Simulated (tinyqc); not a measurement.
Inside a calculation. Model: grain-boundary diffusion: Harrison regimes, Fisher and Le Claire analysis, Hart average. Computed by tinyqc, a small Python program that keeps every step. Command: `OMP_NUM_THREADS=1 python tinyqc.py 3012840 3012841 out.jsonl gbdiff walk`. One thread of a shared host (Intel(R) Xeon(R) Processor @ 2.30GHz), about 0.01 s of CPU time with the checks. Intermediate numbers are printed to about 5 digits and carried at full precision; extremes and crossings named in words are read from the listed rows.

A boundary is a slab of width delta with diffusivity D_b, normal to a surface held at constant concentration; it leaks into grains of diffusivity D.

Inputs (values chosen for the exercise, for a model polycrystal):

| quantity | value | unit |
|---|---|---|
| melting point T_m | 1810 | K |
| lattice prefactor D0 | 1.3e-05 | m^2/s |
| lattice activation energy E | 2.63 | eV |
| boundary prefactor D0b | 5.1e-05 | m^2/s |
| boundary activation energy E_b | 1.79 | eV |
| boundary width delta | 0.98 | nm |
| segregation factor s | 10 | - |
| grain size d | 15 | um |
| temperature T | 1120 | K |
| time t | 3000 | s |

Constants: k_B = 8.617333262e-05 eV/K.

## Diffusivities

D = D0 exp(-E/(k_B T)), D_b = D0b exp(-E_b/(k_B T)). Triple product P = s delta D_b.

D = 1.9031e-17 m^2/s

D_b = 4.4970e-13 m^2/s

triple product P = 4.4071e-21 m^3/s

At T/T_m = 0.62 the boundary is 24000 times faster than the lattice.

## Regime

l = sqrt(D t); P = s delta D_b; alpha = s delta/(2 l); beta = P/(2 D l). Regime A if l > 3 d, C if alpha > 1, B if alpha < 0.1, l < d/4 and beta > 10, otherwise a transition.

lattice diffusion length l = 0.23894 um

alpha = 0.020507

beta = 484.58

Regime: B

Boundaries are isolated and lose material sideways, so only the product P can be measured.

## Effective diffusivity

Hart average for parallel slabs: f = delta/d, D_eff = (s f D_b + (1 - f) D)/(1 - f + s f); share of the boundaries = s f D_b/(s f D_b + (1 - f) D); depth sqrt(D_eff t).

boundary fraction f = 6.5333e-05

D_eff = 3.1265e-16 m^2/s

share of the boundaries = 0.93917

depth sqrt(D_eff t) = 0.96848 um

Caution: outside regime A (which needs sqrt(D t) above about 3 d) the Hart average and its depth are formal: they describe a profile only in regime A or at steady state.

## Penetration along an isolated boundary

Fisher: the mean concentration falls as exp(-y/y_F), y_F = sqrt(P) (pi t/(4 D))^(1/4), with the boundary equation P d2c/dy2 = 2 c sqrt(D/(pi t)). Le Claire (from the Whipple solution): ln c falls as -(y/y_L)^(6/5) with P = 1.322 sqrt(D/t) y_L^2.

Fisher depth y_F = 7.0026 um

Le Claire depth y_L = 6.4695 um

The tail reaches 27.1 lattice lengths l; y_L/l = sqrt(2 beta/1.322).

## Whipple integral against the two closed forms

Whipple, boundary part of the mean concentration in units of c0 l per boundary, for D_b/D far above beta: c(eta) = (2 eta/sqrt(pi)) int_1^infinity exp(-eta^2/(4 u)) u^(-3/2) [exp(-Y^2)/sqrt(pi) - Y erfc(Y)] du with Y = (u - 1)/(2 beta), eta = y/l; w = eta/sqrt(beta). The last columns are -ln[c(y)/c(w = 1)] from the integral, from Fisher, (y - y1)/y_F, and from Le Claire, (y/y_L)^(6/5) - (y1/y_L)^(6/5), with y1 the depth at w = 1.

Tail of the profile:

| w | y (um) | c | Whipple | Fisher | Le Claire |
|---|---|---|---|---|---|
| 1.5 | 7.890 | 4.8419e-01 | 0.530 | 0.3756 | 0.489 |
| 2.0 | 10.520 | 2.8075e-01 | 1.075 | 0.7511 | 1.012 |
| 3.0 | 15.780 | 9.0396e-02 | 2.208 | 1.5023 | 2.135 |
| 4.0 | 21.039 | 2.7574e-02 | 3.395 | 2.2534 | 3.337 |
| 5.0 | 26.299 | 7.9978e-03 | 4.633 | 3.0045 | 4.601 |
| 6.0 | 31.559 | 2.2127e-03 | 5.918 | 3.7556 | 5.917 |
| 8.0 | 42.079 | 1.4858e-04 | 8.619 | 5.2579 | 8.679 |
| 10.0 | 52.599 | 8.5012e-06 | 11.480 | 6.7601 | 11.583 |

At w = 10 the integral has fallen by 11.48 in the logarithm, Fisher by 6.76 and Le Claire by 11.58: the true tail bends down faster than an exponential, which is why profiles are plotted against y^(6/5).

## Lattice against boundary over temperature

D_eff = (s f D_b + (1 - f) D)/(1 - f + s f), f = delta/d; share of the boundaries = s f D_b/(s f D_b + (1 - f) D).

Diffusivities (m^2/s):

| T/T_m | T (K) | D | D_b | D_eff | share | regime |
|---|---|---|---|---|---|---|
| 0.3 | 543 | 5.0579e-30 | 1.2415e-21 | 8.1062e-25 | 0.99999 | C |
| 0.4 | 724 | 6.4042e-24 | 1.7674e-17 | 1.1547e-20 | 0.99945 | C |
| 0.5 | 905 | 2.9374e-20 | 5.4877e-15 | 3.6125e-18 | 0.99187 | transition |
| 0.6 | 1086 | 8.1088e-18 | 2.5162e-13 | 1.7240e-16 | 0.95300 | B |
| 0.7 | 1267 | 4.4929e-16 | 3.8676e-12 | 2.9743e-15 | 0.84904 | B |
| 0.8 | 1448 | 9.1244e-15 | 3.0023e-11 | 2.8722e-14 | 0.68253 | transition |
| 0.9 | 1629 | 9.4904e-14 | 1.4781e-10 | 1.9135e-13 | 0.50436 | transition |
| 1.0 | 1810 | 6.1795e-13 | 5.2903e-10 | 9.6297e-13 | 0.35871 | transition |

The apparent activation energy of D_eff is 1.79 eV between the first rows and 2.27 eV between the last, against E_b = 1.79 and E = 2.63 eV. Among these rows boundaries carry most of the flux up to T/T_m = 0.9, the lattice above. Caution: the segregation factor is held fixed, although it falls with temperature. Caution: outside regime A, D_eff and the share of the boundaries hold only at steady state.

Checks made by the program: Le Claire's slope against the Whipple integral (relative difference 2e-02).
